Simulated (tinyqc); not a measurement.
# From ratio l_eff/l_n back to miscut angle

Model: epitaxial growth on a vicinal surface: Burton-Cabrera-Frank step flow, step-edge barrier and island nucleation. Computed by tinyqc, a small Python program. Command: `OMP_NUM_THREADS=1 python tinyqc.py 3030154 3030155 out.jsonl stepflow inv`. One thread of a shared host (Intel(R) Xeon(R) Processor @ 2.30GHz), about 0.04 s of CPU time with the checks.

Adatoms land at rate F, hop on a square grid (a simplification for hexagonal faces), desorb, or join steps. Lengths are in units of a and n is the adatom coverage. Steps ascend at x = 0 and descend at x = l.

Inputs (values chosen for the exercise, close to those used for GaAs(001)): site spacing a = 4 angstrom; step height h = 2.83 angstrom; diffusion barrier E_d = 1.25 eV; desorption energy E_a = 2.59 eV; adatom formation energy E_f = 0.867 eV; step-edge barrier E_s = 0 eV; attempt frequency nu = 5 THz; deposition rate F = 6.6 layers/s; temperature T = 620 C; critical nucleus size i = 2; binding energy of the critical nucleus E_i = 0.46 eV.

Constants: k_B = 8.617333262e-05 eV/K.

Method:
- D = nu exp(-E_d/(k_B T)) (a^2/s, nu counted per direction); tau = exp(E_a/(k_B T))/nu; x_s = sqrt(D tau); n_eq = exp(-E_f/(k_B T)); terrace width l = h/(a tan(miscut)); Schwoebel length l_s = exp(E_s/(k_B T)) - 1.
- Temperatures in kelvin are T(C) + 273.15.
- D n'' - n/tau + F = 0 with n(0) = n_eq and -l_s n'(l) = n(l) - n_eq. With u = n - F tau, A = n_eq - F tau, y = l/x_s, s = l_s/x_s: u = A cosh(x/x_s) + B sinh(x/x_s), B = A (1 - cosh y - s sinh y)/(sinh y + s cosh y). Flux into the ascending step J+ = D B/x_s, over the descending one J- = -(D/x_s)(A sinh y + B cosh y); step velocity J+ + J-; growth rate (J+ + J-)/l. For small y: J+ + J- = (F - n_eq/tau) l, J-/J+ = l/(l + 2 l_s).
- The coverage peaks where n' = 0, tanh(x/x_s) = -B/A.
- Island density on a flat surface without desorption: N = 0.25 (F/D)^(i/(i+2)) exp(E_i/((i+2) k_B T)) per site, with E_i = 0 for i = 1; spacing l_n = N^(-1/2). Step flow needs an effective width l_eff = 2 x(peak) below l_n.

Problem. A run gave the result below. Find the miscut angle, known to lie between 1.1 and 2.5 degrees.

ratio l_eff/l_n = 1.286599

Solution.

Each step takes the trial c = (a f_b - b f_a)/(f_b - f_a), f being the result less the target and a, b, c the logarithms of the listed values; c replaces end b, the old b replaces a if the sign of f changed, and otherwise f_a is halved.

Scan of the range:
```
miscut angle (degrees)  ratio l_eff/l_n
1.10                            2.41722
1.26                            2.11019
1.45                            1.83359
1.66                            1.60152
1.90                            1.39910
2.18                            1.21926
2.50                            1.06303
```

False position (Illinois rule, in the logarithm of the input) inside the bracket:
```
step    end a    end b    trial  ratio l_eff/l_n
1     1.90000  2.18000  2.07062          1.28372
2     1.90000  2.07062  2.06198          1.28911
3     2.07062  2.06198  2.06600          1.28660
4     2.06198  2.06600  2.06600          1.28660
5     2.06198  2.06600  2.06600          1.28660
6     2.06600  2.06600  2.06600          1.28660
```

Ratio l_eff/l_n falls at every point of a 13-point scan of the range (every second point is shown), so one value fits; it is bracketed by 1.90 and 2.18. Answer: miscut angle = 2.066 degrees.

Caution: the prefactor 0.25 and the criterion are estimates, good to a factor of about two in length.
